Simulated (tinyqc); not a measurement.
Worked calculation: Pariser-Parr-Pople SCF with singles CI, for the molecule Nc1ccc2[nH]ccc2c1 (SMILES; centres numbered as the heavy atoms are written). Computed by tinyqc, a small Python program that keeps every step. Settings: charge = 0, gamma = Ohno, start = huckel, damping = 0.5, iteration cap = 68, excitations kept = 4. Command: `OMP_NUM_THREADS=1 python tinyqc.py 20352 20353 out.jsonl` (the two numbers bound the seeds that draw the settings). One thread of a shared host (Intel(R) Xeon(R) Processor @ 2.60GHz), about 0.02 s of CPU time with the checks. Later iterations appear only in the table of the cycle.

## PPP integrals

Centres (angstrom, eV; a flat drawing with bonds scaled to 1.40 angstrom):
```
centre         x         y  core charge z         W  gamma_rr
1N      -3.20600   0.69000              2  25.60000  16.80000
2C      -1.88700   0.22100              1  11.16000  11.13000
3C      -1.63300  -1.15500              1  11.16000  11.13000
4C      -0.31400  -1.62400              1  11.16000  11.13000
5C       0.75200  -0.71500              1  11.16000  11.13000
6N       2.14000  -0.89900              2  25.60000  16.80000
7C       2.74300   0.36400              1  11.16000  11.13000
8C       1.72900   1.32800              1  11.16000  11.13000
9C       0.49800   0.66100              1  11.16000  11.13000
10C     -0.82200   1.13000              1  11.16000  11.13000
```

Resonance integrals (eV):
```
i    j      beta
1    2  -2.24000
2    3  -2.39000
3    4  -2.39000
4    5  -2.39000
5    6  -2.24000
6    7  -2.24000
7    8  -2.39000
8    9  -2.39000
9   10  -2.39000
10   2  -2.39000
9    5  -2.39000
```

Ohno: gamma = 14.399645/sqrt(R^2 + a^2), a = 2 x 14.399645/(gamma_rr + gamma_ss); H_rr = -W_r - sum_(s != r) z_s gamma_rs; H_rs = beta for bonds.

repulsion gamma_rs (eV), order 1N, 2C, 3C, 4C, 5C, 6N, 7C, 8C, 9C, 10C:
```
[[16.80000, 8.28204, 5.46541, 3.74535, 3.32963, 2.55194, 2.38149, 2.83358, 3.74508, 5.46592],
 [8.28204, 11.13000, 7.55605, 5.23981, 4.66836, 3.34475, 2.99401, 3.60276, 5.23860, 7.55334],
 [5.46541, 7.55605, 11.13000, 7.55415, 5.23860, 3.67363, 2.99405, 3.29121, 4.66870, 5.23960],
 [3.74535, 5.23981, 7.55415, 11.13000, 7.55112, 5.21954, 3.72154, 3.77347, 5.23904, 4.66783],
 [3.32963, 4.66836, 5.23860, 7.55112, 11.13000, 8.28111, 5.52114, 5.52111, 7.55605, 5.23872],
 [2.55194, 3.34475, 3.67363, 5.21954, 8.28111, 16.80000, 8.28333, 5.78693, 5.78631, 3.85487],
 [2.38149, 2.99401, 2.99405, 3.72154, 5.52114, 8.28333, 11.13000, 7.55647, 5.52117, 3.72172],
 [2.83358, 3.60276, 3.29121, 3.77347, 5.52111, 5.78693, 7.55647, 11.13000, 7.55360, 5.02226],
 [3.74508, 5.23860, 4.66870, 5.23904, 7.55605, 5.78631, 5.52117, 7.55360, 11.13000, 7.55141],
 [5.46592, 7.55334, 5.23960, 4.66783, 5.23872, 3.85487, 3.72172, 5.02226, 7.55141, 11.13000]]
```

core matrix H (eV), order 1N, 2C, 3C, 4C, 5C, 6N, 7C, 8C, 9C, 10C:
```
[[-65.95238, -2.24000, 0.00000, 0.00000, 0.00000, 0.00000, 0.00000, 0.00000, 0.00000, 0.00000],
 [-2.24000, -71.26649, -2.39000, 0.00000, 0.00000, 0.00000, 0.00000, 0.00000, 0.00000, -2.39000],
 [0.00000, -2.39000, -65.98046, -2.39000, 0.00000, 0.00000, 0.00000, 0.00000, 0.00000, 0.00000],
 [0.00000, 0.00000, -2.39000, -66.83675, -2.39000, 0.00000, 0.00000, 0.00000, 0.00000, 0.00000],
 [0.00000, 0.00000, 0.00000, -2.39000, -75.67658, -2.24000, 0.00000, 0.00000, -2.39000, 0.00000],
 [0.00000, 0.00000, 0.00000, 0.00000, -2.24000, -74.93434, -2.24000, 0.00000, 0.00000, 0.00000],
 [0.00000, 0.00000, 0.00000, 0.00000, 0.00000, -2.24000, -64.51972, -2.39000, 0.00000, 0.00000],
 [0.00000, 0.00000, 0.00000, 0.00000, 0.00000, 0.00000, -2.39000, -64.72191, -2.39000, 0.00000],
 [0.00000, 0.00000, 0.00000, 0.00000, -2.39000, 0.00000, 0.00000, -2.39000, -73.55136, -2.39000],
 [0.00000, -2.39000, 0.00000, 0.00000, 0.00000, 0.00000, 0.00000, 0.00000, -2.39000, -68.79646]]
```

## Starting guess

pi electrons, sum of z_r less the charge = 12

Orbitals of the Hueckel matrix of the beta values.

P at the start, order 1N, 2C, 3C, 4C, 5C, 6N, 7C, 8C, 9C, 10C:
```
[[1.64588, 0.57239, -0.21691, -0.10041, 0.19029, -0.05344, -0.09971, 0.12709, -0.01498, -0.36427],
 [0.57239, 1.02579, 0.50358, -0.02841, -0.17656, 0.09058, 0.08217, -0.12236, -0.05002, 0.59473],
 [-0.21691, 0.50358, 1.12987, 0.74342, -0.13729, -0.15058, 0.15261, 0.08109, -0.23113, 0.07081],
 [-0.10041, -0.02841, 0.74342, 1.02098, 0.54772, -0.07623, -0.14220, 0.04384, 0.06463, -0.32229],
 [0.19029, -0.17656, -0.13729, 0.54772, 1.15146, 0.53064, -0.18021, -0.15867, 0.50040, -0.03459],
 [-0.05344, 0.09058, -0.15058, -0.07623, 0.53064, 1.28044, 0.66787, -0.30981, -0.21356, 0.11220],
 [-0.09971, 0.08217, 0.15261, -0.14220, -0.18021, 0.66787, 1.13009, 0.64340, -0.14508, -0.09662],
 [0.12709, -0.12236, 0.08109, 0.04384, -0.15867, -0.30981, 0.64340, 1.27538, 0.56672, -0.16806],
 [-0.01498, -0.05002, -0.23113, 0.06463, 0.50040, -0.21356, -0.14508, 0.56672, 1.09373, 0.54098],
 [-0.36427, 0.59473, 0.07081, -0.32229, -0.03459, 0.11220, -0.09662, -0.16806, 0.54098, 1.24636]]
```

## Iteration 1: Fock matrix

F_rr = H_rr + P_rr gamma_rr / 2 + sum_(s != r) P_ss gamma_rs; F_rs = H_rs - P_rs gamma_rs / 2; E = tr P (H + F) / 2 + core repulsion sum_(r<s) z_r z_s gamma_rs.

F (eV), order 1N, 2C, 3C, 4C, 5C, 6N, 7C, 8C, 9C, 10C:
```
[[-9.31682, -4.61026, 0.59276, 0.18804, -0.31680, 0.06818, 0.11873, -0.18007, 0.02805, 0.99553],
 [-4.61026, -5.25919, -4.29253, 0.07442, 0.41211, -0.15148, -0.12301, 0.22043, 0.13102, -4.63611],
 [0.59276, -4.29253, -5.27995, -5.19795, 0.35961, 0.27658, -0.22845, -0.13344, 0.53954, -0.18550],
 [0.18804, 0.07442, -5.19795, -5.13605, -4.45795, 0.19894, 0.26461, -0.08272, -0.16930, 0.75219],
 [-0.31680, 0.41211, 0.35961, -4.45795, -6.69320, -4.43715, 0.49748, 0.43801, -4.28054, 0.09060],
 [0.06818, -0.15148, 0.27658, 0.19894, -4.43715, -9.65753, -5.00609, 0.89643, 0.61785, -0.21625],
 [0.11873, -0.12301, -0.22845, 0.26461, 0.49748, -5.00609, -6.77897, -4.82092, 0.40050, 0.17980],
 [-0.18007, 0.22043, -0.13344, -0.08272, 0.43801, 0.89643, -4.82092, -4.86582, -4.53039, 0.42203],
 [0.02805, 0.13102, 0.53954, -0.16930, -4.28054, 0.61785, 0.40050, -4.53039, -3.90858, -4.43258],
 [0.99553, -4.63611, -0.18550, 0.75219, 0.09060, -0.21625, 0.17980, 0.42203, -4.43258, -4.59169]]
```

pi energy = -178.70425 eV

## Iteration 1: orbitals and new P

Diagonalise F (the basis is taken as orthonormal) and form P = 2 sum c c over the lowest orbitals; 0.5 of the old P is kept.

orbital energies (eV): [-15.86680, -13.91451, -11.85008, -10.95058, -9.45752, -8.11421, 0.10877, 1.19687, 2.51843, 4.84184]

P after iteration 1, order 1N, 2C, 3C, 4C, 5C, 6N, 7C, 8C, 9C, 10C:
```
[[1.70008, 0.52926, -0.21104, -0.08051, 0.17386, -0.05532, -0.06876, 0.11334, -0.02425, -0.34680],
 [0.52926, 1.01912, 0.50972, -0.02561, -0.19440, 0.09544, 0.06045, -0.12984, -0.02218, 0.62194],
 [-0.21104, 0.50972, 1.11695, 0.74767, -0.12992, -0.13267, 0.15708, 0.05221, -0.23477, 0.06668],
 [-0.08051, -0.02561, 0.74767, 1.01926, 0.54373, -0.09284, -0.11278, 0.06051, 0.04440, -0.32946],
 [0.17386, -0.19440, -0.12992, 0.54373, 1.17389, 0.50081, -0.22430, -0.12094, 0.51682, -0.02344],
 [-0.05532, 0.09544, -0.13267, -0.09284, 0.50081, 1.38170, 0.62183, -0.32519, -0.21663, 0.10768],
 [-0.06876, 0.06045, 0.15708, -0.11278, -0.22430, 0.62183, 1.14612, 0.67871, -0.10845, -0.11754],
 [0.11334, -0.12984, 0.05221, 0.06051, -0.12094, -0.32519, 0.67871, 1.20655, 0.56018, -0.12436],
 [-0.02425, -0.02218, -0.23477, 0.04440, 0.51682, -0.21663, -0.10845, 0.56018, 1.04359, 0.54302],
 [-0.34680, 0.62194, 0.06668, -0.32946, -0.02344, 0.10768, -0.11754, -0.12436, 0.54302, 1.19275]]
```

## Iteration 2: Fock matrix

As before.

F (eV), order 1N, 2C, 3C, 4C, 5C, 6N, 7C, 8C, 9C, 10C:
```
[[-9.29854, -4.43166, 0.57670, 0.15077, -0.28945, 0.07059, 0.08187, -0.16058, 0.04540, 0.94780],
 [-4.43166, -5.37839, -4.31574, 0.06711, 0.45377, -0.15961, -0.09049, 0.23389, 0.05810, -4.73886],
 [0.57670, -4.31574, -5.32319, -5.21401, 0.34030, 0.24368, -0.23515, -0.08592, 0.54803, -0.17468],
 [0.15077, 0.06711, -5.21401, -5.09040, -4.44289, 0.24230, 0.20986, -0.11417, -0.11630, 0.76893],
 [-0.28945, 0.45377, 0.34030, -4.44289, -6.61257, -4.31364, 0.61920, 0.33387, -4.34257, 0.06139],
 [0.07059, -0.15961, 0.24368, 0.24230, -4.31364, -9.32412, -4.81542, 0.94091, 0.62675, -0.20755],
 [0.08187, -0.09049, -0.23515, 0.20986, 0.61920, -4.81542, -6.65974, -4.95433, 0.29939, 0.21873],
 [-0.16058, 0.23389, -0.08592, -0.11417, 0.33387, 0.94091, -4.95433, -4.98551, -4.50570, 0.31229],
 [0.04540, 0.05810, 0.54803, -0.11630, -4.34257, 0.62675, 0.29939, -4.50570, -4.16989, -4.44027],
 [0.94780, -4.73886, -0.17468, 0.76893, 0.06139, -0.20755, 0.21873, 0.31229, -4.44027, -4.87684]]
```

pi energy = -179.10500 eV

## Iteration 2: orbitals and new P

As before.

orbital energies (eV): [-15.60532, -13.89222, -11.80203, -11.09978, -9.50372, -8.25452, 0.13074, 1.21983, 2.45715, 4.63068]

P after iteration 2, order 1N, 2C, 3C, 4C, 5C, 6N, 7C, 8C, 9C, 10C:
```
[[1.73406, 0.50118, -0.20761, -0.06816, 0.16337, -0.05622, -0.05119, 0.10363, -0.02777, -0.33458],
 [0.50118, 1.01574, 0.51346, -0.02267, -0.20543, 0.09840, 0.04910, -0.13284, -0.00902, 0.63927],
 [-0.20761, 0.51346, 1.10889, 0.75065, -0.12227, -0.12247, 0.15728, 0.03697, -0.23821, 0.06190],
 [-0.06816, -0.02267, 0.75065, 1.01487, 0.54053, -0.10261, -0.09594, 0.06982, 0.03479, -0.33348],
 [0.16337, -0.20543, -0.12227, 0.54053, 1.18473, 0.48449, -0.24662, -0.10178, 0.52821, -0.01795],
 [-0.05622, 0.09840, -0.12247, -0.10261, 0.48449, 1.43823, 0.59483, -0.33285, -0.21874, 0.10413],
 [-0.05119, 0.04910, 0.15728, -0.09594, -0.24662, 0.59483, 1.15435, 0.70027, -0.08920, -0.12817],
 [0.10363, -0.13284, 0.03697, 0.06982, -0.10178, -0.33285, 0.70027, 1.16777, 0.55406, -0.09858],
 [-0.02777, -0.00902, -0.23821, 0.03479, 0.52821, -0.21874, -0.08920, 0.55406, 1.01767, 0.54300],
 [-0.33458, 0.63927, 0.06190, -0.33348, -0.01795, 0.10413, -0.12817, -0.09858, 0.54300, 1.16369]]
```

## Convergence

Stop when output and input P, before any damping, agree to 1e-7.

Course of the cycle:
```
iteration        E (eV)  largest |P(out) - P(in)|
1          -178.7042525                  2.03e-01
2          -179.1050015                  1.13e-01
3          -179.3302547                  6.42e-02
4          -179.4532806                  3.71e-02
5          -179.5194172                  2.20e-02
6          -179.5546580                  1.33e-02
7          -179.5733491                  8.29e-03
8          -179.5832439                  5.39e-03
9          -179.5884832                  3.75e-03
10         -179.5912626                  2.65e-03
11         -179.5927422                  1.89e-03
...                 ...                       ...
50         -179.5944827                  6.82e-07
51         -179.5944827                  5.60e-07
52         -179.5944827                  4.60e-07
53         -179.5944827                  3.78e-07
54         -179.5944827                  3.11e-07
55         -179.5944827                  2.55e-07
56         -179.5944827                  2.10e-07
57         -179.5944827                  1.72e-07
58         -179.5944827                  1.42e-07
59         -179.5944827                  1.16e-07
60         -179.5944827                  9.56e-08
```

Converged in 60 iterations.

## Converged orbitals

Charges are z - P_rr.

orbital energies (eV): [-15.43860, -13.77232, -11.83718, -11.12648, -9.60819, -8.35095, 0.09987, 1.23473, 2.33655, 4.36948]

coefficients, order 1N, 2C, 3C, 4C, 5C, 6N, 7C, 8C, 9C, 10C:
```
[[0.10593, 0.39648, -0.27037, -0.42355, -0.33734, 0.60333, 0.08567, -0.26027, -0.07939, -0.14105],
 [0.22323, 0.56585, -0.19745, -0.18021, 0.00625, -0.25538, -0.14359, 0.53809, 0.19129, 0.38277],
 [0.20690, 0.37017, 0.27996, -0.12836, 0.50285, -0.12907, -0.40970, -0.23697, -0.36127, -0.31823],
 [0.28011, 0.15482, 0.50686, 0.01870, 0.30477, 0.22296, 0.49402, -0.19613, 0.34443, 0.31073],
 [0.48482, -0.10261, 0.39834, 0.16525, -0.34668, 0.20216, -0.00850, 0.51008, -0.14407, -0.35550],
 [0.46527, -0.36815, 0.05989, -0.46835, -0.26508, -0.33824, -0.24448, -0.32266, 0.26022, 0.09377],
 [0.33904, -0.32257, -0.37915, -0.25910, 0.38807, -0.00338, 0.41530, 0.18722, -0.45462, 0.07276],
 [0.26628, -0.14364, -0.39966, 0.24140, 0.38009, 0.31804, -0.27472, 0.04589, 0.54328, -0.26855],
 [0.35805, 0.03351, -0.15720, 0.55290, -0.16060, 0.12123, -0.23001, -0.29613, -0.33084, 0.49972],
 [0.22825, 0.29959, -0.24935, 0.30584, -0.17060, -0.48298, 0.44659, -0.24281, 0.09057, -0.41648]]
```

pi charges: [0.20255, -0.01348, -0.08841, -0.00458, -0.18523, 0.48077, -0.16101, -0.11030, -0.00045, -0.11988]

## Singles CI, singlets

Over the 4 single excitations with the smallest orbital gaps: A = (e_a - e_i) delta + 2 (ia|jb) - (ij|ab), with (pq|rs) = sum c_mp c_mq gamma_mn c_nr c_ns. f = 2/3 w |mu|^2 in atomic units, mu = sqrt2 sum c_ia sum_m c_mi c_ma R_m.

singlet CI matrix (eV), order 6>7, 6>8, 5>7, 6>9:
```
[[4.44198, 0.12284, 0.04389, -0.36370],
 [0.12284, 5.31594, 0.61604, -0.25770],
 [0.04389, 0.61604, 5.36196, 0.36597],
 [-0.36370, -0.25770, 0.36597, 6.38102]]
```

singlet excitation energies (eV): [4.36346, 4.61721, 5.95992, 6.56030]

oscillator strengths: [0.30854, 0.03461, 1.70466, 0.17850]

## Singles CI, triplets

Over the 4 single excitations with the smallest orbital gaps: A = (e_a - e_i) delta - (ij|ab), with (pq|rs) = sum c_mp c_mq gamma_mn c_nr c_ns.

triplet CI matrix (eV), order 6>7, 6>8, 5>7, 6>9:
```
[[3.13838, 0.36287, -0.31699, -0.22328],
 [0.36287, 3.52106, -0.24708, -0.36654],
 [-0.31699, -0.24708, 3.94698, 0.42944],
 [-0.22328, -0.36654, 0.42944, 5.68237]]
```

triplet excitation energies (eV): [2.89557, 3.46260, 4.02819, 5.90244]
